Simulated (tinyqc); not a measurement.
Frequency dispersion of an accumulation capacitance by border traps, distributed model: one step of the calculation.

Traps spread evenly through the insulator exchange electrons with the semiconductor by tunnelling, with tau(x) = t0 exp(2 ka x) at depth x from the interface. The admittance per area Y seen at depth x obeys dY/dx = -Y^2/(i w eps0 eox) + q Nb ln(1 + i w tau)/tau, with Y(0) = i w Cs and w = 2 pi f; the gate sees Y(tox) = G + i w C. Working variable y = Y/(i w), in uF/cm^2. Cox = eps0 eox/tox.

Problem. Scales and lumped estimate. Cox; trap-free value 1/(1/Cox + 1/Cs); response depth d = ln(1/(w t0))/(2 ka), where w tau = 1; lumped estimate: all traps within d act as C_bt = q Nb d placed at d/2, so C = 1/{1/[1/(1/Cs + d/(2 eps0 eox)) + C_bt] + (tox - d/2)/(eps0 eox)}.

Parameters, values chosen for the exercise; permittivity close to that of zirconium oxide:
- eox = 22.1 (relative permittivity of the insulator)
- tox = 4.2 nm (insulator thickness)
- Cs = 1 uF/cm^2 (semiconductor capacitance in accumulation)
- Nb = 6.9e18 cm^-3 eV^-1 (density of border traps)
- ka = 5.1 1/nm (decay constant of the wave function in the insulator)
- t0 = 3e-11 s (time constant of a trap at the interface)
- f = 1000 Hz (frequency)

Constants: q = 1.602176634e-19 C, eps0 = 8.8541878128e-14 F/cm where lengths are in cm. Results are converted to the units shown.

Wanted: Cox; trap-free C; d; C_bt; lumped C.

Solution.

Cox = 4.659 uF/cm^2
trap-free C = 0.8233 uF/cm^2
d = 1.518 nm
C_bt = 0.1678 uF/cm^2
lumped C = 0.9430 uF/cm^2

The traps within reach amount to 0.168 Cs and lie in the first 36.1 % of the insulator.

Program tinyqc, `OMP_NUM_THREADS=1 python tinyqc.py 2202132 2202133 out.jsonl`; Intel Xeon 2.30GHz, shared host, one thread, about 0.3 s.
